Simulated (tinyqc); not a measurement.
Tight binding, kagome lattice, step by step. One step of it, computed by the program tinyqc.

Task: Levels at K. Diagonalise the Hermitian matrix.

H(k) at K (eV), order A, B, C:
$$\begin{pmatrix}
0.000000 & -0.495000+1.273057i & -0.495000-1.273057i \\
-0.495000-1.273057i & 0.000000 & -0.495000+1.273057i \\
-0.495000+1.273057i & -0.495000-1.273057i & 0.000000
\end{pmatrix}$$

Give: eigenvalues; weights |c|^2 of the basis functions.

Result:

eigenvalues (eV): [-1.7100, -0.9900, 2.7000]

weights |c|^2 of the basis functions, order A, B, C:
$$\begin{pmatrix}
0.3333 & 0.3333 & 0.3333 \\
0.3333 & 0.3333 & 0.3333 \\
0.3333 & 0.3333 & 0.3333
\end{pmatrix}$$
